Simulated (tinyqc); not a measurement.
Short-channel transistor, virtual-source model with series resistance: effect of the apparent mobility on the on and off currents.

The current per gate width is the charge at the top of the source barrier (the virtual source) times its velocity times a saturation function; al and be are fitting constants of the model. Units: I in uA/um, Rs in ohm um, so I Rs = 1e-6 I Rs in volts; Q in uC/cm^2, so I = 1e-4 Q vx0 Fsat with vx0 in cm/s.

Intrinsic voltages Vg' = Vgs - I Rs, Vd' = Vds - 2 I Rs. n = n0 + nd Vd', VT = VT0 - dl Vd', Ff = 1/(1 + exp((Vg' - VT + al Vt/2)/(al Vt))), Q = Cinv n Vt ln(1 + exp((Vg' - VT + al Vt Ff)/(n Vt))), Vdsat = (vx0 L/mu)(1 - Ff) + Vt Ff, Fsat = u/(1 + u^be)^(1/be) with u = Vd'/Vdsat, and I = Q vx0 Fsat per width. I is solved self-consistently. Ion is I at Vgs = Vds = 0.75 V, Ioff at Vgs = 0, Vds = 0.75 V, and Rlin = Vds/I at Vgs = 0.75 V, Vds = 0.05 V.

Parameters, values chosen for the exercise: temperature T = 293 K; inversion capacitance Cinv = 2.21 uF/cm^2; velocity at the virtual source vx0 = 2.93e7 cm/s; channel length L = 12 nm; threshold at zero drain voltage VT0 = 0.34 V; drain-induced barrier lowering dl = 0.112 V/V; subthreshold factor n0 = 1.33; growth of n with drain voltage nd = 0.2 1/V; threshold shift (in units of Vt) from weak to strong inversion al = 3.5; sharpness of saturation be = 1.4; series resistance of each contact Rs = 120 ohm um.

Constants: q = 1.602176634e-19 C, kB = 1.380649e-23 J/K, Vt = kB T/q. Results are converted to the units shown.

Effect of the apparent mobility on the on and off currents:
```
mu (cm^2/(V s))  Ion (uA/um)  Ioff (nA/um)  log10(Ion/Ioff)  Rlin (ohm um)
50                      1088          2142            2.706          510.6
85                      1273          2167            2.769          401.2
140                     1410          2180            2.811          339.0
240                     1514          2188            2.840          298.4
410                     1578          2192            2.857          274.4
700                     1613          2194            2.866          260.3
1200                    1632          2196            2.871          251.9
2000                    1640          2196            2.873          247.2
```

As mu goes from 50 to 2000 cm^2/(V s), Ion rises from 1090 to 1640 uA/um, Ioff rises from 2140 to 2200 nA/um and Rlin falls from 511 to 247 ohm um. Ion changes by a factor of 1.51 and Ioff by 1.03. In every row the off current passes 1 uA/um, so the device is hardly off at Vgs = 0.

Computed by the program tinyqc: `OMP_NUM_THREADS=1 python tinyqc.py 2380169 2380170 out.jsonl`, one thread of a shared Intel Xeon 2.30GHz, about 0.02 s for the whole run.
